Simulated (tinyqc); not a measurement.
MOSFET with velocity saturation and source resistance: two steps of the calculation.

Strong inversion, charge Q = Cox (Vg - m V) at channel potential V with Vg the gate overdrive, and drift velocity v = mu E/(1 + mu E/vsat). Integrating along the channel gives I = mu Cox (1/L)(Vg Vd - m Vd^2/2)/(1 + Vd/Vc) per width, Vc = vsat L/mu, which peaks at Vdsat. Units: I in uA/um, Rs in ohm um, so the drop over Rs is 1e-6 I Rs volts.

Parameters, values chosen for the exercise: gate capacitance Cox = 1.64 uF/cm^2; mobility at low gate voltage mu0 = 450 cm^2/(V s); mobility degradation th = 0.4 1/V; saturation velocity vsat = 6.7e6 cm/s; body factor m = 1.16; threshold VT = 0.33 V; channel length L = 0.05 um; source resistance Rs = 300 ohm um; gate voltage Vgs = 1.2 V.

Task 1. Saturation without source resistance. Vg = Vgs - VT (0 if negative), mu = mu0/(1 + th Vg), Vc = vsat L/mu, x = sqrt(1 + 2 Vg/(m Vc)), Vdsat = 2 Vg/(m (1 + x)), Isat = Cox vsat Vg (x - 1)/(x + 1) per width. Long-channel limit: mu Cox Vg^2/(2 m L); short-channel limit: Cox vsat Vg.

Wanted: Vg; mu; Vc; Vdsat; Isat; long-channel limit; short-channel limit.

Result 1.

Vg = 0.8700 V
mu = 333.8 cm^2/(V s)
Vc = 0.1004 V
Vdsat = 0.3004 V
Isat = 573.1 uA/um
long-channel limit = 3572 uA/um
short-channel limit = 956.0 uA/um

Task 2. Saturation current with source resistance. Vg = Vgs - I Rs - VT (0 if negative), mu = mu0/(1 + th Vg), Vc = vsat L/mu, x = sqrt(1 + 2 Vg/(m Vc)), Vdsat = 2 Vg/(m (1 + x)), Isat = Cox vsat Vg (x - 1)/(x + 1) per width. I(new) = Isat.

I after iteration 1 = 573.07082 uA/um

Wanted: Vg; mu; Vc; Vdsat; Isat; I after iteration 2.

Result 2.

Vg = 0.69808 V
mu = 351.77 cm^2/(V s)
Vc = 0.095232 V
Vdsat = 0.25646 V
Isat = 440.16 uA/um
I after iteration 2 = 440.16 uA/um

Range of the model: At this length velocity overshoot and near-ballistic transport, left out here, matter.

Numbers from tinyqc (`OMP_NUM_THREADS=1 python tinyqc.py 2500010 2500011 out.jsonl`; about 0.01 s on one thread of a shared Intel Xeon 2.30GHz).
